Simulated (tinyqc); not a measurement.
What moves the results: Peierls distortion of a half-filled chain. A value that a table varies takes the place of the one given here.

Atoms move by +/- u, so bonds change by -/+ 2u and hoppings are t +/- 2 al u. Bands E = -/+ sqrt((2 t cos x)^2 + D^2 sin^2 x) with D = 4 al u, x = k a in (0, pi/2); the gap is 2D. Energy per atom at zero temperature: E(u) = -mean_x sqrt(...) + 2 K u^2; exactly, the mean is (4t/pi) E(1 - z^2), z = D/2t, E the complete elliptic integral of the second kind with parameter m. Coupling lambda = 2 al^2/(pi t K).

Constants: kB = 8.617333262e-05 eV/K.

Values chosen for the exercise:

| symbol | value | unit | meaning |
|---|---|---|---|
| t | 1.96 | eV | hopping of the even chain |
| al | 5.7 | eV/angstrom | change of hopping with bond length |
| K | 35.4 | eV/angstrom^2 | spring constant of a bond |

## Energy against distortion

Exact means; both parts are counted from u = 0.

Energies per atom:

| u (angstrom) | gap (eV) | electrons (meV) | springs (meV) | total (meV) |
|---|---|---|---|---|
| 0.0052 | 0.237 | -5.01 | 1.91 | -3.09 |
| 0.0130 | 0.593 | -24.79 | 11.97 | -12.82 |
| 0.0260 | 1.186 | -79.74 | 47.86 | -31.88 |
| 0.0389 | 1.774 | -153.80 | 107.14 | -46.66 |
| 0.0519 | 2.367 | -243.12 | 190.71 | -52.41 |
| 0.0649 | 2.959 | -344.02 | 298.21 | -45.81 |
| 0.0779 | 3.552 | -454.30 | 429.64 | -24.66 |
| 0.0908 | 4.140 | -571.41 | 583.72 | 12.31 |
| 0.1142 | 5.208 | -799.61 | 923.35 | 123.74 |

The ratio of electronic gain to elastic cost is 2.62 in the first row and 0.87 in the last: the gain goes as u^2 ln(1/u), so it wins at small u for any K. The total is lowest at u = 0.0519 angstrom and turns positive between 0.0779 and 0.0908.

## A coarse mesh hides or distorts the instability

u0 from the gap equation K = 4 al^2 mean(sin^2 x/|E|) on the mesh x_j = (j + 1/2) pi/(2N); 0 where it has no root.

Results:

| N | u0 (angstrom) | gap (eV) | smallest \|E\| at u = 0 (eV) |
|---|---|---|---|
| 1 | 0.0000 | 0.000 | 2.772 |
| 2 | 0.0371 | 1.694 | 1.500 |
| 3 | 0.0495 | 2.259 | 1.015 |
| 4 | 0.0514 | 2.343 | 0.765 |
| 6 | 0.0519 | 2.365 | 0.512 |
| 8 | 0.0519 | 2.367 | 0.384 |
| 12 | 0.0519 | 2.367 | 0.256 |
| 20 | 0.0519 | 2.367 | 0.154 |
| 40 | 0.0519 | 2.367 | 0.077 |
| 4000 | 0.0519 | 2.367 | 0.001 |

For N = 1 no distortion is found: the mesh leaves its own gap at u = 0, which cuts off the logarithm. u0 is within 1 % of the last row from N = 6 on; the mesh must resolve D = 1.183 eV, and the coherence length xi/a = 2t/D is 3.3.

## Closing of the gap with temperature

The gap equation gains the factor tanh(|E|/2kT); 4000 points; Tp is where its root reaches zero.

Results:

| T/Tp | T (K) | u (angstrom) | u/u0 |
|---|---|---|---|
| 0.20 | 1450 | 0.0519 | 1.000 |
| 0.40 | 2900 | 0.0513 | 0.988 |
| 0.60 | 4351 | 0.0475 | 0.915 |
| 0.70 | 5076 | 0.0436 | 0.840 |
| 0.80 | 5801 | 0.0375 | 0.723 |
| 0.90 | 6526 | 0.0279 | 0.537 |
| 0.95 | 6888 | 0.0202 | 0.389 |
| 0.99 | 7178 | 0.0092 | 0.177 |

Tp = 7251 K

D(0)/(kB Tp) = 1.894, against 1.764 at weak coupling. u/u0 is 0.915 at 0.6 Tp and 0.537 at 0.9 Tp, and near Tp it goes as sqrt(1 - T/Tp): 2.20 between the last two rows against sqrt(5) = 2.24. In a single chain fluctuations forbid this transition; coupling between chains sets the real one, far lower.

## What moves the distortion

Exact means. Each row changes one parameter from the base and keeps the others.

Results:

| case | lambda | u0 (angstrom) | gap (eV) | E(u0) - E(0) (meV) |
|---|---|---|---|---|
| base | 0.2981 | 0.0519 | 2.367 | -52.41 |
| t = 2.058 eV | 0.2839 | 0.0495 | 2.259 | -45.92 |
| al = 5.985 eV/angstrom | 0.3287 | 0.0593 | 2.840 | -73.78 |
| K = 37.17 eV/angstrom^2 | 0.2839 | 0.0472 | 2.151 | -43.73 |

The largest shifts from the base row, up to three for each result and ties (the steps differ in size, so this ranks the rows, not the parameters). lambda: al +0.0306, t -0.0142, K -0.0142. u0 (angstrom): al +0.0074, K -0.0047, t -0.0024. gap (eV): al +0.473, K -0.216, t -0.108. E(u0) - E(0) (meV): al -21.37, K +8.68, t +6.49.

tinyqc: `OMP_NUM_THREADS=1 python tinyqc.py 1681958 1681959 out.jsonl`; about 0.07 s, one thread, shared Intel(R) Xeon(R) Processor @ 2.30GHz.
